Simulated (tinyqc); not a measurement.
Transfer curve: field-effect mobility of a thin-film transistor with band-tail and deep states (multiple trapping). Computed by tinyqc, a small Python program. Command: `OMP_NUM_THREADS=1 python tinyqc.py 3018281 3018282 out.jsonl tft walk`. One thread of a shared host (Intel(R) Xeon(R) Processor @ 2.30GHz), about 0.05 s of CPU time with the checks.

A thick film in accumulation at small drain voltage. Only free electrons move; trapped ones still screen the gate. N_c and mu_0 are held fixed when T changes, leaving out the T^(3/2) growth of N_c. x = E_0 - psi is the distance of the Fermi level below the band edge.

Inputs (values chosen for the exercise, modelled on nanocrystalline ZnO): permittivity eps = 8.5; effective density of states N_c = 3.7e+18 1/cm^3; band mobility mu_0 = 43 cm^2/(V s); tail density at the edge g_t = 1.6e+20 1/(eV cm^3); tail width E_t = 36 meV; deep-state density g_d = 1.8e+17 1/(eV cm^3); flat-band Fermi level below the edge, E_0 = 0.61 eV; equivalent oxide thickness t = 160 nm; temperature T = 200 K.

Deep states: included.

Constants: k_B = 8.617333262e-05 eV/K; e = 1.602176634e-19 C; eps_0 = 8.8541878128e-12 F/m.

Method:
- F_j(eta) = int_0^infinity x^j/(1 + exp(x - eta)) dx, without a gamma-function factor.
- Integrals over x = E/(k_B T) use 160 Gauss-Legendre points in u = sqrt(x) from 0 to sqrt(max(eta, 0) + 32).
- Free n(x) = N_c (2/sqrt(pi)) F_1/2(-x/k_B T), with F_1/2 from its two-term series in exp(-x/k_B T) for x >= 12 k_B T; tail n_t(x) = int_0^1.2eV g_t exp(-E/E_t)/(1 + exp((x - E)/k_B T)) dE, E counted down from the edge, 120 Gauss-Legendre points; deep charge g_d psi; space charge rho(psi) = n + n_t + g_d psi less its value at psi = 0.
- Poisson: F(psi) = sqrt((2 e/(eps eps_0)) int_0^psi rho dpsi'); V_G - V_FB = psi_s + eps F(psi_s) t/3.9; free sheet density N_f = int (n - n(E_0))/F dpsi; induced sheet density N_i = eps eps_0 F(psi_s)/e; trapezoid rule on 301 even points in psi, the first interval left out of N_f.
- mu_eff = mu_0 N_f/N_i; field-effect mobility mu_FE = mu_0 e (dN_f/dV_G)/C_ox and swing S = dV_G/dlog10(N_f), by a central difference of +/- 2 mV in psi_s; C_ox = 3.9 eps_0/t.

Against the band bending:
```
psi_s (V)  V_G - V_FB (V)  N_f (1/cm^2)  mu_eff (cm^2/(V s))  mu_FE (cm^2/(V s))  S (mV/decade)
0.21                1.644    1.4213e+02           3.1631e-08          3.0536e-07            343
0.30                2.355    1.7812e+04           2.7668e-06          3.8734e-05            339
0.38                3.026    1.4212e+06           1.7147e-04          2.7385e-03            382
0.44                3.674    3.8105e+07           3.7609e-03          4.9131e-02            571
0.49                4.607    5.6138e+08           4.3528e-02          3.6585e-01           1130
0.54                6.582    7.3450e+09           3.8808e-01          2.0430e+00           2647
0.58                9.723    5.0489e+10           1.7627e+00          7.2265e+00           5141
0.62               15.121    2.7859e+11           6.1327e+00          1.9796e+01          10347
0.67               26.039    1.2338e+12           1.5525e+01          3.3192e+01          27317
```

What follows from these numbers?

The steepest swing among the rows is 339 mV/decade, close to the estimate for deep states alone, ln(10)(k_B T/e)(1 + sqrt(e eps eps_0 g_d)/C_ox) = 311. mu_eff climbs from 3.2e-8 to 16, 36 % of mu_0 in the last row. Between rows 6 and 7 N_f scales as (V_G - V_FB - psi_s)^4.65; an exponential tail holding all the charge would give the larger of 1 and 2 E_t/k_B T - 1, here 3.18, and free charge alone 1; charge in deep states makes the exponent larger and lets it vary with V_G.
